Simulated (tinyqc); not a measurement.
# Thermal boundary conductance by the acoustic and diffuse mismatch models, step by step

A worked calculation. Computed by tinyqc, a small Python program that keeps every step. Command: `OMP_NUM_THREADS=1 python tinyqc.py 3006630 3006631 out.jsonl kapitza walk`. One thread of a shared host (Intel(R) Xeon(R) Processor @ 2.30GHz), about 0.01 s of CPU time with the checks. Intermediate numbers are printed to about 5 digits and carried at full precision; extremes and crossings named in words are read from the listed rows.

Each side has one longitudinal and two transverse Debye branches, omega = v q up to q_D = (6 pi^2 n)^(1/3), with n counting all atoms. Scattering at the interface is elastic. Electrons are left out of G, also for metals. Melting is ignored. G refers to the temperatures of the phonons sent towards the interface. Linear branches over all atoms overstate G at high T, most for crystals with several atoms a cell.

Inputs (values chosen for the exercise, modelled on lead (side 1) and aluminium nitride (side 2)):
```
quantity,value,unit
density rho_1,11.1,g/cm^3
longitudinal velocity vL_1,2290,m/s
transverse velocity vT_1,989,m/s
atom density n_1,33.8,1/nm^3
conductivity kappa_1,34.3,W/(m K)
density rho_2,3.26,g/cm^3
longitudinal velocity vL_2,11000,m/s
transverse velocity vT_2,6290,m/s
atom density n_2,97.5,1/nm^3
conductivity kappa_2,298,W/(m K)
temperature T,300,K
thickness d_1,18,nm
thickness d_2,70,nm
heat flux J,0.11,kW/cm^2
```

Structure: superlattice.

Constants: hbar = 1.054571817e-34 J s; k_B = 1.380649e-23 J/K.

## Cut-off frequencies and impedances

omega_c = v q_D for each branch, given as hbar omega_c/k_B; impedance Z = rho v.

Branches:
```
branch,v (m/s),cut-off (K),Z (1e6 kg/(m^2 s))
"L, side 1",2290,220.4,25.4190
"T, side 1",989,95.2,10.9779
"L, side 2",11000,1507.3,35.8600
"T, side 2",6290,861.9,20.5054
```

## Acoustic mismatch: transmission of each branch

No mode conversion. t(theta) = 4 Z_1 Z_2 cos(theta_1) cos(theta_2)/N^2, with N = Z_2 cos(theta_1) + Z_1 cos(theta_2) for L (the form for pressure waves) and N = Z_1 cos(theta_1) + Z_2 cos(theta_2) for both T branches (the form for shear waves polarised along the interface); sin(theta_2) = (v_2/v_1) sin(theta_1), and t = 0 beyond the critical angle arcsin(v_1/v_2); the mean over the incoming flux is alpha = 2 int t sin(theta_1) cos(theta_1) d theta_1 (64 Gauss-Legendre points).

Transmission:
```
branch,t at normal incidence,largest angle from side 1 (deg),"alpha, 1 to 2","alpha, 2 to 1"
L,0.97097,12.016,0.036048,0.83175
T,0.90842,9.046,0.023362,0.94496
```

For L waves from side 1 the critical cone of 12 degrees bounds the transmission; the mean is 0.04 against 0.97 at normal incidence. For T waves from side 1 the critical cone of 9 degrees bounds the transmission; the mean is 0.02 against 0.91 at normal incidence.

## Diffuse mismatch: transmission at low frequency

A phonon forgets its side and branch: alpha(1 to 2) = S_2/(S_1 + S_2), S_i = 1/vL_i^2 + 2/vT_i^2.

S_1 = 2.2354e-06 s^2/m^2

S_2 = 5.8815e-08 s^2/m^2

diffuse alpha, 1 to 2 = 0.025636

## Boundary conductance

G = (k_B^4 T^3/(8 pi^2 hbar^3)) int W(x) x^4 e^x/(e^x - 1)^2 dx, x = hbar omega/(k_B T). Acoustic mismatch: W = sum over the three branches of alpha(1 to 2)/v_1^2, each up to the lower of its two cut-offs. Diffuse mismatch: W = S_1 S_2/(S_1 + S_2), where S_i sums 1/v^2 over the branches of side i still below their cut-off. Radiation limit: W = min(S_1, S_2). The integral is split at the four cut-offs (64 Gauss-Legendre points a piece, x at most 45). Boundary resistance R = 1/G and Kapitza length kappa_2/G use the diffuse value.

G, acoustic mismatch = 14.739 MW/(m^2 K)

G, diffuse mismatch = 62.697 MW/(m^2 K)

G, radiation limit = 80.220 MW/(m^2 K)

boundary resistance R = 15.950 m^2 K/GW

Kapitza length in side 2 = 4753.0 nm

The diffuse value is 4.25 times the acoustic one and 78 % of the radiation limit. Diffuse scattering raises G here: it ignores the impedance mismatch and lets phonons change direction and branch. Caution: at this temperature short waves carry the heat; linear branches up to q_D overstate their velocity, and inelastic processes, left out here, grow with T.

## Conductance against temperature

The formulas are those given above.

G (MW/(m^2 K)):
```
T (K),acoustic mismatch,diffuse mismatch,radiation limit
2,0.0044556,0.0046729,0.0047958
5,0.069616,0.073013,0.074935
10,0.53906,0.57948,0.59948
20,2.6987,4.1700,4.7299
40,7.1326,20.725,25.720
80,11.803,45.607,57.972
150,13.950,58.035,74.147
300,14.739,62.697,80.220
600,14.950,63.947,81.848
1000,14.996,64.219,82.202
```

All three follow T^3 at the cold end (exponent 3.00 for the diffuse model) and flatten at high T (exponent 0.01 at the hot end); the lowest cut-off is 95 K. The ratio of diffuse to acoustic goes from 1.05 to 4.28. The plateau is set by the frequencies that both sides share.

## Cross-plane conductivity of the superlattice

kappa_eff = (d_1 + d_2)/(d_1/kappa_1 + d_2/kappa_2 + 2 R), two interfaces a period, with bulk conductivities in the layers; the gradient is J/kappa_eff.

kappa_eff = 2.6945 W/(m K)

kappa_eff without interfaces = 115.84 W/(m K)

interface share of the resistance = 0.97674

temperature gradient = 0.40824 K/micrometre

The interfaces carry most of the resistance: if both layers are scaled together, kappa_eff grows with the exponent 0.98, the interface share. Caution: R from emitted-phonon temperatures is too large for use in series with Fourier layers, by up to a factor of about 2. Caution: layers this thin are often below the phonon free path, where bulk conductivities and independent interfaces no longer hold.

Checks made by the program: detailed balance alpha_12/v_1^2 = alpha_21/v_2^2 (relative difference below 1e-10); low-temperature limit G = pi^2 k_B^4 T^3 alpha S_1/(30 hbar^3) (relative difference below 1e-10).
